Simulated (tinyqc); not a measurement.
Charge control and current of a heterostructure field-effect transistor: one step, computed by the program tinyqc.

Two subbands in a triangular well; E_F is counted from the conduction band edge of the channel at the interface.

Question. Saturation current. With V = e n_s/C_g and V_c = v_s L/mu: for v = mu F up to v_s, I/W = C_g v_s V_c (sqrt(1 + (V/V_c)^2) - 1) and V_Dsat = V + V_c - sqrt(V^2 + V_c^2); g_m = dI/dV; extrinsic g_m/(1 + g_m R_S); f_T = g_m/(2 pi C_g L).

Inputs (values chosen for the exercise, modelled on AlGaN/GaN):

| quantity | value | unit |
|---|---|---|
| mobility mu | 1500 | cm^2/(V s) |
| saturation velocity v_s | 1.1 | 1e7 cm/s |
| gate length L | 160 | nm |
| source resistance R_S | 0.35 | ohm mm |
| temperature T | 300 | K |

Charge source: polarisation. Velocity law: two-piece.

sheet density n_s = 4.618142e+12 1/cm^2

gate capacitance C_g = 0.5523300 microfarad/cm^2

Constants: e = 1.602176634e-19 C.

Give: V; V_c; V_Dsat; saturation current I/W; intrinsic g_m; extrinsic g_m; intrinsic f_T.

Answer.

V = 1.340 V

V_c = 0.1173 V

V_Dsat = 0.1122 V

saturation current I/W = 745.7 mA/mm

intrinsic g_m = 605.2 mS/mm

extrinsic g_m = 499.4 mS/mm

intrinsic f_T = 109.0 GHz

V/V_c = 11.42: velocity saturation rules; I is 92 % of e n_s v_s = 814 mA/mm.
